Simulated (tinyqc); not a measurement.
Leakage through a gate insulator: direct, Fowler-Nordheim, trap-assisted and Poole-Frenkel currents: one step, computed by the program tinyqc.

Electrons enter from the cathode Fermi level at x = 0; the conduction band of the insulator lies phi_b - e F x above it, F = V/t. WKB exponents use a parabolic band with mass m.

Problem. One trap at several depths. For a level a distance phi(x) below the band, the WKB exponent is 2 int kappa dx with kappa = sqrt(m phi/(hbar^2/2m_0)); for a linear barrier from phi_1 down to phi_2 = max(phi_1 - e F d, 0) it is G = (4/3) sqrt(m/(hbar^2/2m_0)) (phi_1^(3/2) - phi_2^(3/2))/(e F). A trap at depth x lies phi_t below the band. Capture: tunnel at the cathode Fermi level from 0 to x (G_in from phi_1 = phi_b), rate nu_0 exp(-G_in - E_c/k_B T) with E_c = E_a + max(phi_b - phi_t - e F x, 0), the last term being the height of the trap above the cathode Fermi level. Emission: tunnel from the trap level to the anode (G_out from phi_1 = phi_t over t - x), rate nu_0 exp(-G_out - E_a/k_B T). Re-emission to the cathode follows from detailed balance, rate_back = rate_in exp(dE/k_B T) with dE = phi_b - phi_t - e F x. Each trap passes R = rate_in rate_out/(rate_in + rate_back + rate_out) electrons per second; filling from the anode is left out. Depths: t times 0.08, 0.2, 0.32, 0.44, 0.56, 0.68, 0.8 and 0.92, rounded to 0.01 nm.

Inputs (values chosen for the exercise, with an insulator like Si3N4):

| quantity | value | unit |
|---|---|---|
| thickness t | 4.3 | nm |
| barrier phi_b | 2.16 | eV |
| tunnelling mass m | 0.39 | m_0 |
| voltage across the insulator V | 3.4 | V |
| trap depth phi_t | 1.5 | eV |
| attempt rate nu_0 | 6e+13 | 1/s |
| activation of capture E_a | 0.1 | eV |
| temperature T | 450 | K |

Constants: k_B = 8.617333262e-05 eV/K; hbar^2/(2 m_0) = 3.80998212 eV angstrom^2.

Give: Rates.

Solution.

Rates:

| x (nm) | G_in | G_out | E_c (eV) | rate in (1/s) | rate back (1/s) | rate out (1/s) | R (1/s) |
|---|---|---|---|---|---|---|---|
| 0.34 | 3.10 | 9.911 | 0.4912 | 8.568e+06 | 2.059e+11 | 2.258e+08 | 9.384e+03 |
| 0.86 | 7.41 | 9.911 | 0.1000 | 2.746e+09 | 1.640e+09 | 2.258e+08 | 1.345e+08 |
| 1.38 | 11.17 | 9.911 | 0.1000 | 6.444e+07 | 9.558e+02 | 2.258e+08 | 5.013e+07 |
| 1.89 | 14.20 | 9.911 | 0.1000 | 3.107e+06 | 1.404e-03 | 2.258e+08 | 3.065e+06 |
| 2.41 | 16.43 | 9.909 | 0.1000 | 3.317e+05 | 3.723e-09 | 2.263e+08 | 3.312e+05 |
| 2.92 | 17.13 | 8.501 | 0.1000 | 1.660e+05 | 5.674e-14 | 9.252e+08 | 1.660e+05 |
| 3.44 | 17.13 | 5.905 | 0.1000 | 1.660e+05 | 1.410e-18 | 1.240e+10 | 1.660e+05 |
| 3.96 | 17.13 | 2.541 | 0.1000 | 1.660e+05 | 3.502e-23 | 3.585e+11 | 1.660e+05 |

The most effective of these traps sits at 0.86 nm, 20 % of the way; where rate back exceeds rate out, re-emission drains the trap, and elsewhere the slower forward step limits R.
